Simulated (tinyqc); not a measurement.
What each parameter does: valley splitting of a silicon quantum well in envelope theory.

The well lies at 0 < z < L; U(z) = V0 [1/(1 + exp(z/w)) + 1/(1 + exp((L - z)/w))] - e F z, 1 mV/nm = 1e-4 eV/angstrom. The envelope psi solves -(c/ml) psi'' + U psi = E psi, c = hbar^2/2m0, by three-point differences on a grid of 0.1 angstrom from -40 to L + 40 angstrom. The two valleys at +/- k0 couple through D = C0 times the integral of exp(-i q z) U(z) psi^2, q = 2 k0 (2 pi/a), and split by Ev = 2|D|.

Random alloy: with Y(z) = Yw + (Yb - Yw) B(z), B the bracket in U, and in-plane density exp(-r^2/ad^2)/(pi ad^2), D gains a random complex part of variance sigma^2 = (C0^2/pi)(a^2 V0/(8 ad (Yb - Yw)))^2 (4/a) times the integral of psi^4 Y (1 - Y). Alone it gives a mean splitting sqrt(pi) sigma; together with the smooth part the rms splitting is 2 sqrt(|D|^2 + sigma^2).

Constants: hbar^2/2m0 = 3.80998211 eV angstrom^2.

Inputs chosen for the exercise (near those of a strained Si well in SiGe; shifted at random, so the results belong to these values and not to a real crystal):
```
symbol  value  unit      meaning
L       50     angstrom  well width
V0      0.17   eV        conduction offset
ml      0.904  m0        mass along z
w       1.2    angstrom  interface width parameter
F       11     mV/nm     field pressing towards the upper interface
k0      0.835  2 pi/a    valley position
a       5.431  angstrom  lattice constant
C0      0.248            Bloch overlap factor
Yb      0.28             Ge share of the barrier
Yw      0.02             Ge share of the well
ad      140    angstrom  dot radius
```

Orbital spacing, psi^2 at z = L, the smooth splitting and sigma; V0 is held fixed when Yw changes. Each row changes one parameter from the base and keeps the others.

Results:
```
case               E2 - E1 (meV)  psi^2(L) (1e-3/angstrom)  2|D| (micro-eV)  sigma (micro-eV)
base                       39.62                     6.127             3.09              49.7
ad = 180 angstrom          39.62                     6.127             3.09              38.6
Yw = 0.05                  39.62                     6.127             3.09              86.0
L = 56 angstrom            35.39                     5.862             3.13              48.7
V0 = 0.213 eV              41.13                     4.754             3.16              62.2
w = 0.84 angstrom          39.18                     6.449            18.36              49.3
F = 16.5 mV/nm             44.07                     8.876             4.67              52.7
k0 = 0.815 2 pi/a          39.62                     6.127             4.14              49.7
C0 = 0.298                 39.62                     6.127             3.71              59.7
```

The largest shifts from the base row, up to three for each result and ties (the steps differ in size, so this ranks the rows, not the parameters). E2 - E1 (meV): F +4.46, L -4.23, V0 +1.52; unchanged at the printed digits by ad, Yw, k0 and C0. psi^2(L) (1e-3/angstrom): F +2.749, V0 -1.374, w +0.321; unchanged at the printed digits by ad, Yw, k0 and C0. 2|D| (micro-eV): w +15.27, F +1.58, k0 +1.05; unchanged at the printed digits by ad and Yw. sigma (micro-eV): Yw +36.3, V0 +12.5, ad -11.0; unchanged at the printed digits by k0.

(tinyqc, `OMP_NUM_THREADS=1 python tinyqc.py 1251283 1251284 out.jsonl`, Intel(R) Xeon(R) Processor @ 2.30GHz, 1 thread, shared host, about 0.06 s.)
